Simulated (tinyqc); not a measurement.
Length of a molecular wire: coherent transport through a tight-binding bridge. Computed by the program tinyqc. 

A uniform bridge between two chains:
```
parameter,value
site energy (eV),1.350000
hopping in the bridge (eV),0.950000
lead hopping (eV),2.050000
couplings (eV),"0.99, 0.39"
E (eV),0.270000
```

T = Gamma_L Gamma_R |G_1n|^2 with the self-energies of semi-infinite chains.

Transmission against length:
```
sites,T,ln T
2,2.9538e-01,-1.2195
3,2.1378e-01,-1.5428
4,8.8111e-02,-2.4292
5,1.8740e-01,-1.6745
6,3.4253e-01,-1.0714
7,9.3962e-02,-2.3649
8,1.3167e-01,-2.0274
9,4.9305e-01,-0.7071
10,1.1093e-01,-2.1989
```

E lies inside the band of the bridge (|E - e|/2h = 0.568 < 1): T does not decay but oscillates with length, between 0.088 and 0.493 here, as levels of the bridge pass E.
